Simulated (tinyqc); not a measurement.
# Nanowire ballistic transistor, top-of-the-barrier model: two studies

At the top of the source barrier, states moving towards the drain are filled by the source (Fermi level 0) and states moving back by the drain (Fermi level -q Vd); nothing scatters. U is the shift of the band edge there, set by the capacitances CG, CD and CS (the total) and by the charge. Parabolic one-dimensional subbands; the source is grounded.

Values chosen for this exercise; mass and valleys close to those of gallium nitride:
- T = 200 K (temperature)
- m = 0.194 m0 (effective mass)
- gv = 1 (valley degeneracy)
- eox = 16 (relative permittivity of the gate insulator)
- tox = 2.5 nm (insulator thickness)
- d = 8 nm (wire diameter)
- dE = 0.08 eV (offset of a second subband (0: none))
- aG = 0.86 (gate control CG/CS)
- aD = 0.035 (drain control CD/CS)
- E0 = 0.21 eV (band edge at the barrier top above the source Fermi level at zero bias)

Constants: q = 1.602176634e-19 C, kB = 1.380649e-23 J/K, hbar = 1.054571817e-34 J s, h = 6.62607015e-34 J s, m0 = 9.1093837015e-31 kg, Vt = kB T/q, eps0 = 8.8541878128e-14 F/cm where lengths are in cm. Results are converted to the units shown.

Each table varies one quantity; the others keep the values above.

## Effect of the insulator thickness

N0 = gv sqrt(2 m kB T/pi)/hbar, CG = 2 pi eps0 eox/ln(1 + 2 tox/d), CS = CG/aG, n0 = n at U = 0 and Vd = 0. eta1 = -(E0 + U)/Vt, eta2 = eta1 - Vd/Vt, n = (N0/2)[F_(-1/2)(eta1) + F_(-1/2)(eta2)], F_(-1/2)(x) = (1/sqrt(pi)) int_0^infinity u^(-1/2)/(1 + exp(u - x)) du. Each F is summed over the two subbands, F(eta) + F(eta - dE/Vt), which share the mass. U = UL + q (n - n0)/CS with UL = -(aG Vg + aD Vd), energies in eV. I = gv (2 q^2/h) Vt [ln(1 + exp eta1) - ln(1 + exp eta2)], summed over both subbands. CQ = (q/Vt) dn/d(eta1). E0 is held fixed.

In this table Vg = 0.6 V, Vd = 0.6 V.

Effect of the insulator thickness:
```
tox (nm)	eta1	n (cm^-1)	I (uA)	mean velocity I/(q n) (cm/s)	CQ/CS
0.5	18.182	7.4776e6	42.361	3.5359e7	0.025394
0.74	17.846	7.3964e6	41.462	3.4989e7	0.037015
1.1	17.384	7.2834e6	40.230	3.4475e7	0.053836
1.6	16.815	7.1416e6	38.710	3.3831e7	0.076112
2.4	16.042	6.9440e6	36.645	3.2938e7	0.10951
3.6	15.112	6.6981e6	34.161	3.1833e7	0.15538
5.4	14.057	6.4069e6	31.343	3.0534e7	0.21697
8	12.965	6.0895e6	28.427	2.9136e7	0.29498
```

As tox goes from 0.5 to 8 nm, n falls from 7.48e6 to 6.09e6 cm^-1, the mean velocity falls from 3.54e7 to 2.91e7 cm/s and the current falls from 42.4 to 28.4 uA. CQ/CS goes from 0.025 to 0.29. Over the range the current goes as tox^(-0.14) on average. For tox = 0.5 to 0.74 nm the insulator is under 1 nm thick, where gate tunnelling would matter.

## Effect of the drain control CD/CS

Same model as above.

CQ = (q/Vt) dn/d(eta1). E0 is held fixed.

In this table Vg = 0.6 V, Vd = 0.6 V.

Effect of the drain control CD/CS:
```
aD	eta1	n (cm^-1)	I (uA)	mean velocity I/(q n) (cm/s)	CQ/CS
0	14.86	6.631e6	33.50	3.153e7	0.1188
0.018	15.42	6.782e6	35.00	3.221e7	0.1160
0.036	15.99	6.930e6	36.50	3.287e7	0.1134
0.054	16.55	7.074e6	38.00	3.353e7	0.1109
0.072	17.11	7.217e6	39.51	3.417e7	0.1086
0.09	17.68	7.356e6	41.02	3.481e7	0.1065
0.108	18.25	7.493e6	42.53	3.543e7	0.1044
0.126	18.82	7.628e6	44.05	3.604e7	0.1025
```

Read the table: what changes, and by how much?

As aD goes from 0 to 0.126, n rises from 6.63e6 to 7.63e6 cm^-1, the mean velocity rises from 3.15e7 to 3.60e7 cm/s and the current rises from 33.5 to 44.1 uA. CQ/CS goes from 0.12 to 0.10.

Computed by the program tinyqc: `OMP_NUM_THREADS=1 python tinyqc.py 2400024 2400025 out.jsonl`, one thread of a shared Intel Xeon 2.30GHz, about 0.06 s for the whole run.
